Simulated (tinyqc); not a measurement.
Free and nearly free electrons in a metal: one step. Relaxation time and mean free path. Four cases, with inputs chosen for the exercise.

Task: Use SI units: n in 1/m^3 (1e30 per 1/angstrom^3), rho in ohm m (1e-8 per micro-ohm cm).

Drude: 1/rho = n e^2 tau/(m m0) with e = 1.602176634e-19 C and m0 = 9.1093837e-31 kg; mean free path l = vF tau; rho l = hbar kF/(n e^2) = 12 pi^3 hbar/(e^2 S) with S = 4 pi kF^2 does not depend on tau or m.

Give: tau; l; rho l.

Case 1.

Values chosen (out of a larger set: near those of Co, whose d bands this model ignores; not measured data): m = 1 m0 (mass); rho = 6.84 micro-ohm cm (bulk resistivity).

n = 0.1806411 1/angstrom^3
vF = 2.02457e+06 m/s

Result:

tau = 2.87 fs
l = 5.81 nm
rho l = 3.977 1e-16 ohm m^2

Wires lose conductivity to surfaces and grain boundaries, with an excess that scales as rho l over the width and is of the order of rho itself at a width of l = 6 nm. For a transition metal free electrons can miss l and rho l by a factor of two.

Case 2.

Values chosen (out of a larger set: near those of Na; not measured data): m = 1 m0 (mass); rho = 5.27 micro-ohm cm (bulk resistivity).

n = 0.0264434 1/angstrom^3
vF = 1.06701e+06 m/s

Result:

tau = 25.46 fs
l = 27.17 nm
rho l = 14.319 1e-16 ohm m^2

Wires lose conductivity to surfaces and grain boundaries, with an excess that scales as rho l over the width and is of the order of rho itself at a width of l = 27 nm.

Case 3.

Values chosen (out of a larger set: near those of Al; not measured data): m = 1 m0 (mass); rho = 2.65 micro-ohm cm (bulk resistivity).

n = 0.1822562 1/angstrom^3
vF = 2.03059e+06 m/s

Result:

tau = 7.35 fs
l = 14.92 nm
rho l = 3.954 1e-16 ohm m^2

Wires lose conductivity to surfaces and grain boundaries, with an excess that scales as rho l over the width and is of the order of rho itself at a width of l = 15 nm.

Case 4.

Values chosen (out of a larger set: near those of Li; not measured data): m = 1.56 m0 (mass); rho = 10.25 micro-ohm cm (bulk resistivity).

n = 0.0473336 1/angstrom^3
vF = 830474 m/s

Result:

tau = 11.41 fs
l = 9.48 nm
rho l = 9.713 1e-16 ohm m^2

Wires lose conductivity to surfaces and grain boundaries, with an excess that scales as rho l over the width and is of the order of rho itself at a width of l = 9 nm.

Computed by tinyqc, one run a case: `OMP_NUM_THREADS=1 python tinyqc.py N N+1 out.jsonl` with N = 1652770, 1680381, 1680384, 1680958; one thread of a shared Intel(R) Xeon(R) Processor @ 2.30GHz, about 0.01 s a run at most.
